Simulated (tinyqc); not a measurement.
Against doping: dopants and charged point defects at anneal temperature: Fermi-level effect, clustering and pairing. Computed by tinyqc, a small Python program. Command: `OMP_NUM_THREADS=1 python tinyqc.py 3026902 3026903 out.jsonl pairing walk`. One thread of a shared host (Intel(R) Xeon(R) Processor @ 2.30GHz), about 0.02 s of CPU time with the checks.

Boltzmann statistics and full ionisation of active dopants. Energies are counted from the valence band; the defect (a vacancy or self-interstitial) has five charge states, with all degeneracy factors one.

Inputs (values chosen for the exercise, with bands modelled on germanium): gap at 0 K E_g0 = 0.74 eV; Varshni alpha = 0.000463 eV/K; Varshni beta = 242 K; electron mass m_e = 0.215 m_0; valleys M_c = 4; hole mass m_h = 0.33 m_0; anneal temperature T = 760 K; total dopant density N = 2.1e+18 cm^-3; formation enthalpy of the neutral defect H_f = 1.86 eV; formation entropy S_f = 9.2 k_B; site density N_s = 4.6e+22 cm^-3; dopant atoms per cluster k = 2; cluster binding energy E_b = 0.96 eV.

Dopant: acceptor. Second part: clustering of the dopant.

defect levels as fractions of E_g(T): (2+/+), (+/0), (0/-), (-/2-): [0.049, 0.26, 0.41, 0.69]

Constants: m_0 = 9.1093837015e-31 kg; k_B = 1.380649e-23 J/K; h = 6.62607015e-34 J s; k_B = 8.617333262e-05 eV/K.

Method:
- E_g = E_g0 - alpha T^2/(T + beta).
- N_c = 2 M_c (2 pi m_e k_B T/h^2)^(3/2) and N_v = 2 (2 pi m_h k_B T/h^2)^(3/2), masses in units of m_0.
- n_i = sqrt(N_c N_v) exp(-E_g/2 k_B T); E_i = E_g/2 + (k_B T/2) ln(N_v/N_c).
- p = A/2 + sqrt(A^2/4 + n_i^2) for an active density A.
- k ionised dopants and k carriers form one neutral cluster: C = N_s (A/N_s)^k (p/N_b)^k exp(E_b/k_B T), N_b the effective density of states of the majority band, and N = A + k C (60 bisections in ln A between ln N - 90 and ln N).
- chi = n/n_i (for acceptors n_i/p); E_F = E_i + k_B T ln chi; field enhancement h = 1 + A/sqrt(A^2 + 4 n_i^2).
- C_0 = N_s exp(S_f/k_B) exp(-H_f/k_B T). Ratios to the neutral state at E_F = E_i: r_+ = exp((E(+/0) - E_i)/k_B T), r_2+ = r_+ exp((E(2+/+) - E_i)/k_B T), r_- = exp((E_i - E(0/-))/k_B T), r_2- = r_- exp((E_i - E(-/2-))/k_B T); at other E_F state q scales as chi^(-q). The enhancement is sum r_q chi^(-q)/sum r_q. The charge on the defects is left out of neutrality.
- chi = n/n_i; h = 1 + A/sqrt(A^2 + 4 n_i^2); the dopant diffusivity over its intrinsic value is D/D_i = enhancement x h x A/N, if every charge state carries the dopant equally well.

E_g = 0.473105 eV

k_B T = 0.0654917 eV

n_i = 7.51117e+17 cm^-3

E_i = 0.212202 eV

effective density of states N_b of the majority band = 1.91814e+19 cm^-3

neutral defects C_0 = 2.10898e+14 cm^-3

Charge states:
```
state  ratio r  intrinsic (cm^-3)  doped (cm^-3)
2+     0.01429        3.01404e+12    1.27831e+13
+      0.25617        5.40251e+13    1.11260e+14
0      1.00000        2.10898e+14    2.10898e+14
-      1.32094        2.78584e+14    1.35274e+14
2-     0.23085        4.86852e+13    1.14792e+13
```

Trend at the anneal temperature:
```
N (cm^-3)  active A (cm^-3)      chi  defect enhancement  mean charge   D/D_i
2.30e+16         2.2916e+16  0.98486              0.9920     -0.52120  1.0035
6.20e+16         6.1367e+16  0.95998              0.9791     -0.50511  1.0086
1.70e+17         1.6477e+17  0.89632              0.9471     -0.46147  1.0181
4.70e+17         4.2198e+17  0.75780              0.8846     -0.35183  1.0090
1.30e+18         9.0400e+17  0.56533              0.8215     -0.15173  0.8658
3.60e+18         1.5129e+18  0.41213              0.8112      0.07296  0.5828
9.90e+18         2.1887e+18  0.31017              0.8526      0.27796  0.3439
2.70e+19         2.9705e+18  0.23848              0.9403      0.46560  0.1958
7.50e+19         3.9426e+18  0.18406              1.0859      0.64502  0.1104
```

Well below n_i = 7.51e17 cm^-3 chi and the enhancement are near 1. At any doping d ln(enhancement)/d ln chi equals minus the mean charge, which goes from -0.52 to +0.65 over the rows. The defect density first falls, because doping removes the states with the sign of the ionised dopant before it feeds the opposite ones. Clustering bends A over: its exponent in N falls to 0.28, towards 1/(2k) = 0.250, and D/D_i peaks at N = 1.7e17 cm^-3.

Extremes, crossings and ranges named in words are read from the listed rows.
